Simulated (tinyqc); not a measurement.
# Debye-Callaway model of lattice thermal conductivity, step by step

A worked calculation. Computed by tinyqc, a small Python program that keeps every step. Command: `OMP_NUM_THREADS=1 python tinyqc.py 3001511 3001512 out.jsonl callaway walk`. One thread of a shared host (Intel(R) Xeon(R) Processor @ 2.30GHz), about 0.01 s of CPU time with the checks. Intermediate numbers are printed to about 6 digits and carried at full precision; extremes and crossings named in words are read from the listed rows.

Three acoustic branches with one velocity v, cut at omega_D = k_B Theta/hbar; x = hbar omega/(k_B T). v and Theta are separate inputs: Theta cuts off the heat-carrying modes, so C need not reach 3 k_B/V. gamma is an effective value that sets the umklapp rate.

Inputs (values chosen for the exercise, modelled on silicon carbide):
```
quantity                                value        unit
sound velocity v                         9130         m/s
Debye temperature Theta                  1100           K
volume per atom V                        10.4  angstrom^3
mean atomic mass M                      20.05           u
effective Grueneisen parameter gamma     2.93           -
umklapp exponent divisor b                2.5           -
mass variance Gamma                   0.00012           -
Casimir length L                          200  micrometre
normal-process factor f_N                 1.9           -
temperature T                              77           K
probe frequency omega/omega_D            0.19           -
```

Sample: crystal. Point defects: isotopes. Normal processes: included.

Constants: k_B = 1.380649e-23 J/K; hbar = 1.054571817e-34 J s; u = 1.6605390666e-27 kg.

## Mass-fluctuation parameter

Gamma is given directly by the isotope mixture. A = V Gamma/(4 pi v^3).

Gamma = 1.20e-04

Rayleigh coefficient A = 1.30495e-46 s^3

## Scattering rates at one frequency

Rates: point defects A omega^4; umklapp B omega^2 T exp(-Theta/(b T)) with B = hbar gamma^2/(M v^2 Theta); normal processes f_N B omega^2 T (T/Theta)^2. Boundaries: v/L. The resistive time is tau_R = 1/(boundary + point-defect + umklapp rates), and the free path is v tau_R.

omega = 2.73624e+13 rad/s

Rates:
```
process         rate (1/s)  rate x tau_R
boundaries     4.56500e+07      0.260571
point defects  7.31486e+07      0.417534
umklapp        5.63934e+07      0.321895
normal         1.59170e+08      0.908545
```

tau_R = 5.70802e-09 s

free path = 52114.2 nm

The strongest resistive process at this frequency: point defects, 42 % of the resistive rate.

## The integrand on a coarse grid

x runs in ten equal steps to min(Theta/T, 12); g = x^4 e^x/(e^x - 1)^2; tau_C is the inverse of all rates summed; the last column is c tau_C g with c = (k_B/(2 pi^2 v)) (k_B T/hbar)^3.

Integrand:
```
x           g    tau_C (s)  c tau_C g (W/(m K))
1.2   1.27896  1.10402e-08          1.10819e+03
2.4   3.64033  3.86256e-09          1.10355e+03
3.6   4.85080  1.53561e-09          5.84615e+02
4.8   4.44150  6.96775e-10          2.42884e+02
6.0   3.22845  3.51424e-10          8.90434e+01
7.2   2.00936  1.92895e-10          3.04198e+01
8.4   1.12005  1.13381e-10          9.96676e+00
9.6   0.57533  7.04792e-11          3.18240e+00
10.8  0.27754  4.58855e-11          9.99504e-01
12.0  0.12741  3.10518e-11          3.10498e-01
```

The integrand is largest at the lowest frequency shown, whose long lifetime outweighs its small heat capacity.

## Thermal conductivity

kappa_1 = c int tau_C g dx, g = x^4 e^x/(e^x - 1)^2, c = (k_B/(2 pi^2 v)) (k_B T/hbar)^3, over 0 < x < min(Theta/T, 40), by 96 Gauss-Legendre points in s with x = x_max s^2; 1/tau_C = 1/tau_R + 1/tau_N; kappa_2 = c [int (tau_C/tau_N) g dx]^2 / int (tau_C/(tau_N tau_R)) g dx; kappa = kappa_1 + kappa_2. Heat capacity C = 3 c int g dx / v^2; grey free path 3 kappa/(C v); the median free path v tau_C halves kappa_1 when the quadrature points are ordered by free path (each counted at half its weight, interpolated in the logarithm); likewise at 10 % and 90 %.

kappa_1 = 3824.45 W/(m K)

kappa_2 = 539.809 W/(m K)

kappa = 4364.25 W/(m K)

heat capacity C = 73271.9 J/(m^3 K)

grey free path = 19571.5 nm

median free path = 39286.4 nm

free path at 10 % of kappa_1 = 7904.17 nm

free path at 90 % of kappa_1 = 121661 nm

The median free path is 2.0 times the grey one: a small share of the heat capacity, at low frequency, carries much of the heat. The middle 80 % of kappa_1 spans a factor 15 in free path. The Callaway term kappa_2 is 12 % of the total.

## Leaving out one process at a time

The formulas are those given above.

Conductivity at T:
```
case                   kappa (W/(m K))  ratio to all
all processes                  4364.25             1
without point defects          9963.17       2.28290
without boundaries             7830.97       1.79434
without umklapp                5207.49       1.19322
```

Removing point defects raises kappa most, by a factor 2.28; removing umklapp gives only 1.19.

## Conductivity against temperature

The boundary limit is C v^2/(3 x boundary rate), with C = 3 c int g dx / v^2.

Kappa (W/(m K)):
```
T (K)  all processes  without point defects  boundary limit
11           127.966                130.200         130.200
22           883.447                1041.60         1041.60
39           3044.59                5789.07         5802.64
66           4791.91                14140.7         28116.9
110          2400.56                3342.64          126680
190          733.907                810.221          475765
330          250.902                259.750     1.01534e+06
550          100.753                102.328     1.37908e+06
880          46.0424                46.4379     1.54720e+06
1400         22.6676                22.7851     1.62033e+06
```

kappa peaks among these rows at 66 K (T/Theta = 0.060) with 4790 W/(m K). The exponent d ln kappa/d ln T is 2.79 at the cold end and -1.53 at the hot end. The normal rate is taken to grow as T^3 at all T, which overstates it above Theta. Point defects cost most at 66 K, a factor 2.95.

Checks made by the program: heat capacity against the Debye function (relative difference below 1e-10).
